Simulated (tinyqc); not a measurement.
Sputter depth profiling of a dopant layer: erosion rate, quantification and the mixing-roughness response. Inputs raised by 2 %, one at a time. Computed by tinyqc, a small Python program. Command: `OMP_NUM_THREADS=1 python tinyqc.py 3016877 3016878 out.jsonl sims sens`. One thread of a shared host (Intel(R) Xeon(R) Processor @ 2.30GHz), about 0.2 s of CPU time with the checks.

A rastered ion beam erodes silicon (49.94 atoms per nm^3). The measured profile is the true one convolved with a depth response.

Inputs (values chosen for the exercise, modelled on a dopant in silicon under an oxygen or caesium beam):
```
quantity,value,unit
beam energy E,0.47,keV
beam current,270,nA
raster side,400,um
sputter yield at 1 keV,0.51,-
mixing length at 1 keV,2,nm
roughness sigma,0.93,nm
depth of the top edge z0,44,nm
box width b,2,nm
box concentration C,5e+18,1/cm^3
relative sensitivity factor RSF,5.9e+20,1/cm^3
matrix count rate,810000,1/s
background count rate,2.4,1/s
counting time per point,0.5,s
level that defines the junction C_B,2e+17,1/cm^3
```

True profile: box.

Constants: e = 1.602176634e-19 C.

Method:
- Scaling chosen for the exercise: yield Y = Y1 E^0.5, mixing length w = w1 E^0.5 (E in keV).
- Erosion rate = Y I/(e x raster^2 x density); depth step = rate x counting time; concentration = RSF x counts/matrix counts; detection limit = RSF x 3 sqrt(background x time)/(matrix rate x time).
- Mixing alone turns a layer at z0 into (1/w) exp(-(z - z0 + w)/w) for z > z0 - w; roughness adds a Gaussian of width sigma. With x = z - z0 + w: g(x) = (1/(2w)) exp(sigma^2/(2 w^2) - x/w) erfc((sigma/w - x/sigma)/sqrt2), and its integral G(x) = (1/2) erfc(-x/(sigma sqrt2)) - w g(x). Measured: C [G(x) - G(x - b)].
- Find the maximum, the full width at half maximum and the deep point where the profile falls to C_B; far down, the trailing edge decays by w ln(10) per decade.
- Convolution adds means and variances: the response has mean 0 (shift -w plus exponential mean w) and variance w^2 + sigma^2; a box adds the mean b/2 and the variance b^2/12.

Runs:
```
input moved,from,to,full width at half maximum (nm),peak concentration (1/cm^3),apparent junction depth (nm),standard deviation (nm)
base run,-,-,3.3872,2.6351e+18,48.995,1.7545
beam energy E (keV),0.47,0.4794,3.3965,2.6258e+18,49.012,1.7652
mixing length at 1 keV (nm),2,2.04,3.4058,2.6164e+18,49.030,1.7760
roughness sigma (nm),0.93,0.9486,3.4209,2.6118e+18,49.008,1.7644
box width b (nm),2,2.04,3.4032,2.6771e+18,49.047,1.7583
level that defines the junction C_B (1/cm^3),2e+17,2.04e+17,3.3872,2.6351e+18,48.968,1.7545
box concentration C (1/cm^3),5e+18,5.1e+18,3.3872,2.6878e+18,49.022,1.7545
beam current (nA),270,275.4,3.3872,2.6351e+18,48.995,1.7545
```

Exponents ln(y'/y) / ln(x'/x):
```
input,full width at half maximum,peak concentration,apparent junction depth,standard deviation
beam energy E,0.137,-0.179,0.018,0.307
mixing length at 1 keV,0.275,-0.360,0.036,0.615
roughness sigma,0.499,-0.448,0.013,0.285
box width b,0.237,0.798,0.053,0.110
level that defines the junction C_B,0.000,0.000,-0.028,0.000
box concentration C,0.000,1.000,0.028,0.000
beam current,0.000,0.000,0.000,0.000
```

To which inputs is each result most sensitive?

Among the inputs moved here: full width at half maximum answers most in size to roughness sigma (exponent +0.499), next to mixing length at 1 keV (+0.275); its exponent is below 0.0005 for level that defines the junction C_B, box concentration C, beam current. Peak concentration answers most in size to box concentration C (exponent +1.000), next to box width b (+0.798); its exponent is below 0.0005 for level that defines the junction C_B, beam current. Its exponent +1.000 in box concentration C: convolution is linear. Apparent junction depth answers most in size to box width b (exponent +0.053), next to mixing length at 1 keV (+0.036); its exponent is below 0.0005 for beam current. Standard deviation answers most in size to mixing length at 1 keV (exponent +0.615), next to beam energy E (+0.307); its exponent is below 0.0005 for level that defines the junction C_B, box concentration C, beam current.

Extremes, crossings and ranges named in words are read from the listed rows.
